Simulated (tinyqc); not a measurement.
# Frenkel-Kontorova chain: a misfit dislocation (kink) in a monolayer on a periodic substrate, step by step

A worked calculation. Computed by tinyqc, a small Python program that keeps every step. Command: `OMP_NUM_THREADS=1 python tinyqc.py 3007136 3007137 out.jsonl fkchain walk`. One thread of a shared host (Intel(R) Xeon(R) Processor @ 2.30GHz), about 0.01 s of CPU time with the checks. Intermediate numbers are printed to about 7 digits and carried at full precision; extremes and crossings named in words are read from the listed rows.

E = sum_j [(k/2)(x_(j+1) - x_j - b)^2 + (W/2)(1 - cos(2 pi x_j/a))], x_j = a (j + u_j). A kink takes u from 0 to 1: the chain is stretched by one period and has one atom fewer than wells.

Inputs (values chosen for the exercise, for a model overlayer):

| quantity | value | unit |
|---|---|---|
| spring constant k | 3.39 | eV/angstrom^2 |
| substrate period a | 2.93 | angstrom |
| corrugation W | 5.93 | eV |
| misfit f = (b - a)/a | 0.67 | - |
| atoms on each side n | 8 | - |
| atomic mass M | 35.8 | u |

Relaxation: Newton steps.

Constants: nu for 1 eV/(angstrom^2 u) = 15.6333042 THz.

## Continuum limit

l0 = sqrt(k a^2/(2 W)); kink u(j) = (2/pi) arctan exp(pi j/l0); kink energy at f = 0: E0 = (4/pi) W l0; with misfit E0 - k a^2 f; kinks become favourable at f_c = 2/(pi l0), and a coherent chain with free ends loses stability at f_m = 1/l0. Lowest vibration of the flat chain: nu0 = 15.6333042 THz x sqrt(2 pi^2 W/(a^2 M)).

kink width l0 = 1.566481

kink energy E0 = 11.82742 eV

kink energy with misfit = -7.671466 eV

critical misfit f_c = 0.4064012

limit f_m = 0.6383735

gap frequency nu0 = 9.647924 THz

f > f_m: kinks enter without a barrier. Caution: a corrugation above 1 eV is larger than real overlayers usually show; it is chosen to keep the kink narrow. Caution: for l0 below about 3 the kink spans few atoms, and the continuum kink energy is off by about 2 per cent or more.

## Start between two atoms

Discrete chain at f = 0, ends held at u = 0 and 1: E = (k a^2/2) sum (u_(j+1) - u_j)^2 + (W/2) sum (1 - cos 2 pi u_j), gradient g_j = k a^2 (2 u_j - u_(j-1) - u_(j+1)) + pi W sin(2 pi u_j), Hessian 2 k a^2 + 2 pi^2 W cos(2 pi u_j) on the diagonal and -k a^2 beside it. Free atoms j = -n..n-1 start from the continuum shape centred half-way, at j + 1/2.

u at the start: 0.0000002  0.0000014  0.0000103  0.0000766  0.0005694  0.0042308  0.0314091  0.2238493  0.7761507  0.9685909  0.9957692  0.9994306  0.9999234  0.9999897  0.9999986  0.9999998

E at the start = 10.61564 eV

gradient (eV): -0.000008  -0.000062  -0.000463  -0.003440  -0.025559  -0.189241  -1.156867  7.905765  -7.905765  1.156867  0.189241  0.025559  0.003440  0.000463  0.000062  0.000008

## Relaxation

Start as above (continuum shape at j + 1/2, j = -n..n-1, l0 = sqrt(k a^2/(2 W))). u(new) = u - H^-1 g; stop when the largest gradient is below 1e-9 eV.

Course:

| step | E (eV) | largest gradient (eV) |
|---|---|---|
| 1 | 10.61564 | 7.905765e+00 |
| 2 | 10.12499 | 1.997312e+00 |
| 3 | 10.09834 | 5.169579e-02 |
| 4 | 10.09832 | 4.008579e-05 |
| 5 | 10.09832 | 2.420286e-11 |

relaxed u: 0.0000007  0.0000040  0.0000236  0.0001382  0.0008086  0.0047312  0.0276802  0.1614005  0.8385995  0.9723198  0.9952688  0.9991914  0.9998618  0.9999764  0.9999960  0.9999993

energy, centre between atoms = 10.09832 eV

last gradient = 2.420286e-11 eV

Converged; the discrete energy is 0.8538 of the continuum value, which puts the discrete f_c = E/(k a^2) at 0.3470.

## Peierls barrier

Repeat by Newton steps with an atom at the centre (j = -n..n, u_0 = 1/2). Barrier = difference of the two energies; the lowest Hessian eigenvalue tells minimum from saddle.

energy, centre on an atom = 11.94042 eV

Peierls barrier = 1842.101 meV

lowest eigenvalue, between atoms = 80.71587 eV

lowest eigenvalue, on an atom = -66.52775 eV

The atom-centred kink, with an atom on top of the corrugation, is a saddle and the other a minimum. The barrier is 31 % of W, what one atom alone would climb.

## Kink density above f_c

Frank and van der Merwe: the modulus q solves f = 2 E(q)/(pi l0 q), and the kinks per atom are pi/(2 l0 q K(q)), with the complete elliptic integrals K and E; strain left = f - density (for f above f_c = 2/(pi l0)).

Continuum ground state:

| f | q | kinks per atom | strain left |
|---|---|---|---|
| 0.4084 | 0.9990180 | 0.2228234 | 0.1855766 |
| 0.4145 | 0.9953033 | 0.2702664 | 0.1442336 |
| 0.4267 | 0.9867031 | 0.3158150 | 0.1108850 |
| 0.4470 | 0.9707690 | 0.3636810 | 0.0833190 |
| 0.4877 | 0.9361997 | 0.4320465 | 0.0556535 |
| 0.5690 | 0.8654388 | 0.5377392 | 0.0312608 |
| 0.6909 | 0.7673241 | 0.6744416 | 0.0164584 |
| 0.8941 | 0.6352996 | 0.8867258 | 0.0073742 |

0.49 % above f_c the density is already 0.55 of f: kinks repel only exponentially, so they flood in, as 1/|ln(f - f_c)|. At 2.2 f_c they take up 99.2 % of the misfit and the layer floats nearly free.

Checks made by the program: energy against a quasi-Newton minimiser (relative difference below 1e-10).
